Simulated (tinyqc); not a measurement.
What moves the results: optical transitions of a finite quantum well. A value that a table varies takes the place of the one given here.

Each carrier sees a square well of width L with its own depth V and masses m (inside), mb (outside); c = hbar^2/2m0, k = sqrt(m E/c), kappa = sqrt(mb (V - E)/c), and level n solves k L + 2 atan[(k/m)/(kappa/mb)] = n pi. The envelope is cos(kz) for odd n and sin(kz) for even n inside, joins exp(-kappa (|z| - L/2)) outside, and is normalised to 1. Excitons and band mixing are left out.

Constants: hbar^2/2m0 = 3.80998211 eV angstrom^2; e^2/(4 pi eps0) = 14.39964547 eV angstrom; hc = 1239.841984 eV nm.

Parameters, chosen for this exercise (near those of a GaAs well in AlGaAs; the results hold for these values, not for the real material):
- L = 111 angstrom (well width)
- Vc = 0.259 eV (conduction offset)
- me = 0.0675 m0 (electron, well)
- meb = 0.0936 m0 (electron, barrier)
- eps = 11.3 (background dielectric constant)
- Nss = (0.029, 0.072, 0.14, 0.29, 0.43, 0.58, 0.87) x 1e12/cm^2 (sheet densities)
- Eg = 1.535 eV (gap of the well)
- Vv = 0.139 eV (valence offset)
- mh = 0.35 m0 (heavy hole along z, well)
- mhb = 0.396 m0 (heavy hole, barrier)
- ml = 0.0879 m0 (light hole along z, well)
- mlb = 0.1108 m0 (light hole, barrier)
- Ls = (26, 38, 49, 66, 84, 100, 152) angstrom (widths)

## Depolarisation shift

The collective line lies at E12 sqrt(1 + a), a = 8 pi q (n1 - n2) S/(eps E12), q = e^2/(4 pi eps0), S = integral over z of (integral up to z of psi_1 psi_2)^2. Zero temperature with the mass me in both subbands: n1 - n2 = Ns until Ns reaches D E12, D = me/(2 pi c), and D E12 beyond. 1e12/cm^2 = 1e-4/angstrom^2; exchange and the static band bending by the charge are left out.

Line position:

| Ns (1e12/cm^2) | n1 - n2 | a | line (meV) | shift (meV) |
|---|---|---|---|---|
| 0.029 | 0.029 | 0.0099 | 77.70 | 0.38 |
| 0.072 | 0.072 | 0.0245 | 78.26 | 0.94 |
| 0.14 | 0.140 | 0.0476 | 79.13 | 1.82 |
| 0.29 | 0.290 | 0.0986 | 81.04 | 3.72 |
| 0.43 | 0.430 | 0.1462 | 82.77 | 5.46 |
| 0.58 | 0.580 | 0.1972 | 84.60 | 7.28 |
| 0.87 | 0.870 | 0.2958 | 88.01 | 10.69 |

S = 8.207 angstrom
E12 = 77.32 meV

The upward shift grows from 0.38 to 10.69 meV, 13.8 % of E12 at most. For small a the shift is a E12/2, linear in Ns; in the last row that rule gives 11.43 meV. S/L = 0.0739, against 5/(9 pi^2) = 0.0563 for hard walls.

## Width of the well

Edge wavelength hc/(Eg + e1 + hh1), squared e1-hh1 overlap, lh1 - hh1, and the 1-2 intersubband energy with f_12 = (m1/c) E12 z_12^2, 1/m1 = <1|1/m|1> (dash: e2 unbound).

Results:

| L (angstrom) | edge (nm) | overlap^2 | lh1 - hh1 (meV) | E12 (meV) | f_12 |
|---|---|---|---|---|---|
| 26 | 717.2 | 0.9387 | 37.9 | - | - |
| 38 | 742.4 | 0.9578 | 34.3 | - | - |
| 49 | 757.7 | 0.9680 | 29.4 | 178.4 | 0.497 |
| 66 | 772.8 | 0.9775 | 22.7 | 149.8 | 0.972 |
| 84 | 782.5 | 0.9835 | 17.5 | 113.6 | 0.983 |
| 100 | 788.1 | 0.9869 | 14.2 | 89.8 | 0.978 |
| 152 | 797.5 | 0.9929 | 7.9 | 47.6 | 0.967 |

The edge tunes from 717 to 798 nm, towards hc/Eg = 808 nm, while the overlap goes from 0.939 to 0.993. e2 binds at L = pi sqrt(c/(me Vc)) = 46.4 angstrom; f_12 starts from zero there and is 0.497 at 49 angstrom, the rest going to the continuum; among the widths listed it peaks at 0.983 (84 angstrom) and is 0.967 in the widest well, against 0.961 for hard walls.

## What each parameter does

Edge wavelength hc/(Eg + e1 + hh1), squared overlap of e1 and hh1, and the confinement energies. Each row changes one parameter from the base and keeps the others.

Results:

| case | edge (nm) | overlap^2 | e1 (meV) | hh1 (meV) |
|---|---|---|---|---|
| base | 791.0 | 0.9887 | 26.2 | 6.4 |
| L = 100 angstrom | 788.1 | 0.9869 | 30.6 | 7.6 |
| Eg = 1.566 eV | 775.6 | 0.9887 | 26.2 | 6.4 |
| Vc = 0.298 eV | 790.5 | 0.9918 | 27.0 | 6.4 |
| Vv = 0.167 eV | 790.9 | 0.9857 | 26.2 | 6.5 |
| me = 0.0743 m0 | 791.6 | 0.9916 | 24.8 | 6.4 |
| mh = 0.297 m0 | 790.6 | 0.9923 | 26.2 | 7.1 |
| meb = 0.1123 m0 | 791.5 | 0.9872 | 25.1 | 6.4 |

The largest shifts from the base row, up to three for each result and ties (the steps differ in size, so this ranks the rows, not the parameters). edge (nm): Eg -15.3, L -2.8, me +0.7. overlap^2: mh +0.0036, Vc +0.0031, Vv -0.0031; unchanged at the printed digits by Eg. e1 (meV): L +4.4, me -1.4, meb -1.0; unchanged at the printed digits by Eg, Vv and mh. hh1 (meV): L +1.2, mh +0.8, Vv +0.2; unchanged at the printed digits by Eg, Vc, me and meb.

tinyqc: `OMP_NUM_THREADS=1 python tinyqc.py 1252095 1252096 out.jsonl`; about 0.1 s, one thread, shared Intel(R) Xeon(R) Processor @ 2.30GHz.
